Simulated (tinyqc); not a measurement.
Worked calculation: optical gain and spontaneous emission in a bulk direct-gap semiconductor. Values are carried at full precision from step to step, so a last printed digit may differ when a step is redone from the rounded ones.

F_j(eta) = (1/Gamma(j + 1)) integral_0^infinity x^j dx/(1 + exp(x - eta)), which tends to exp(eta) for eta << 0.

Quasi-Fermi levels: n = Nc F_1/2(Fc/kT) and p = Nv F_1/2(Fv/kT), Fc counted up from the conduction edge and Fv down from the valence edge; Nc, Nv from N = 2 (m kB T/(4 pi c))^(3/2) with c = hbar^2/2m0, in 1/angstrom^3; times 1e24 for 1/cm^3, with me and (mhh^(3/2) + mlh^(3/2))^(2/3).

Constants: hbar^2/2m0 = 3.80998211 eV angstrom^2; kB = 8.617333262e-05 eV/K; fine-structure constant alpha = 0.007297352564; hbar = 6.58211957e-16 eV s; hbar c = 1973.269805 eV angstrom.

Parameters, chosen for this exercise (near those of InP; shifted at random, so the results belong to these values and not to a real crystal): me = 0.082 m0 (electron mass); mhh = 0.595 m0 (heavy-hole mass); mlh = 0.0854 m0 (light-hole mass); n = 1.2e+18 1/cm^3 (injected density, n = p); T = 200 K; Eg = 1.331 eV (direct gap); Ep = 21.5 eV (Kane energy); nr = 3.38 (refractive index); E = 1.359 eV (photon energy).

## Quasi-Fermi levels

Solve for Fc and Fv.

kT = 0.017235 eV
Nc = 3.207e+17 1/cm^3
Nv = 6.610e+18 1/cm^3
Fc = 0.0445 eV
Fv = -0.0283 eV
Fc + Fv = 0.0162 eV

The separation of the quasi-Fermi levels exceeds the gap, so photons between Eg and Eg + (Fc + Fv) see gain. The quasi-Fermi level of the electrons lies inside the band, that of the holes in the gap.

## Absorption of the empty crystal

Parabolic bands, vertical transitions, no excitons. For each hole band j: mr = me mj/(me + mj); joint density of states J_j(E) = (mr/c)^(3/2) sqrt(E - Eg)/(2 pi^2), both spins, c = hbar^2/2m0; averaged matrix element |e.p|^2 = m0 Ep/6; alpha_j(E) = 4 pi^2 alpha_f c Ep J_j/(3 nr E) in 1/angstrom (alpha_f the fine-structure constant, listed as alpha among the constants), times 1e8 for 1/cm.

Evaluate at E for heavy and light holes.

mr, J and alpha of each hole band:
```
hole   mr (m0)  J (1/(eV angstrom^3))  alpha (1/cm)
heavy  0.07207              2.205e-05        3776.7
light  0.04183              9.753e-06        1670.2
```

The heavy-hole band gives 69 % of the total, 5447 1/cm.

## Occupations and gain at E

For band j the electron sits at Ee = (E - Eg) mr/me above its edge and the hole at Eh = (E - Eg) mr/mj; fe = 1/(1 + exp((Ee - Fc)/kT)), fh = 1/(1 + exp((Eh - Fv)/kT)); gain g = sum_j alpha_j (fe + fh - 1).

Use mr and alpha from the table.

Energies, occupations and gain of each hole band:
```
hole   Ee (eV)  Eh (eV)     fe     fh  g (1/cm)
heavy   0.0246   0.0034  0.760  0.137      -389
light   0.0143   0.0137  0.852  0.080      -113
```

total gain = -502 1/cm

E - Eg = 0.0280 eV is above Fc + Fv = 0.0162 eV, so both bands give loss (Bernard-Duraffourg).

## Spontaneous emission

Spontaneous rate: R = integral of (nr E/(hbar c))^2/(pi^2 hbar) sum_j alpha_j fe fh dE, with alpha in 1/cm and (nr E/(hbar c))^2 in 1/cm^2 (1e16 per 1/angstrom^2); B = R/(n p); lifetime n/R.

Integrate over photon energy.

R = 2.76e+26 1/(cm^3 s)
B = 1.92e-10 cm^3/s
radiative lifetime = 4.35 ns

## Checks

- B at n = 1e13 1/cm^3 against the van Roosbroeck-Shockley value from alpha and ni^2 (cm^3/s): both 2.56e-10.

Run: tinyqc, `OMP_NUM_THREADS=1 python tinyqc.py 1651338 1651339 out.jsonl`; Intel(R) Xeon(R) Processor @ 2.30GHz, one thread, shared host; about 0.08 s of CPU time with all checks.
